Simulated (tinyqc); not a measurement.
Worked calculation: Hubbard ring of 3 sites. One step of it, computed by the program tinyqc.

Question. The many-body Hamiltonian. Basis: all placements (u, d, 2, 0 on each site), up operators ordered before down ones; hops carry the sign of the same-spin electrons passed.

one-body matrix (hopping and site energies) (eV), lower triangle:
```
           1          2         3
1   0.000000
2  -1.740000   0.000000
3  -1.740000  -1.740000  0.000000
```

U = 11.200000 eV

electrons, up and down: 2  1

Give: H.

Answer.

H (eV), lower triangle:
```
         2u0      u20      uud      20u      udu      u02      duu      02u
2u0  11.2000
u20  -1.7400  11.2000
uud  -1.7400  -1.7400   0.0000
20u  -1.7400   0.0000   0.0000  11.2000
udu   0.0000  -1.7400   0.0000  -1.7400   0.0000
u02   0.0000   0.0000  -1.7400  -1.7400  -1.7400  11.2000
duu   1.7400   0.0000   0.0000  -1.7400   0.0000   0.0000   0.0000
02u   0.0000   1.7400   0.0000   0.0000  -1.7400   0.0000  -1.7400  11.2000
0u2   0.0000   0.0000   1.7400   0.0000   0.0000  -1.7400  -1.7400  -1.7400

         0u2
0u2  11.2000
```
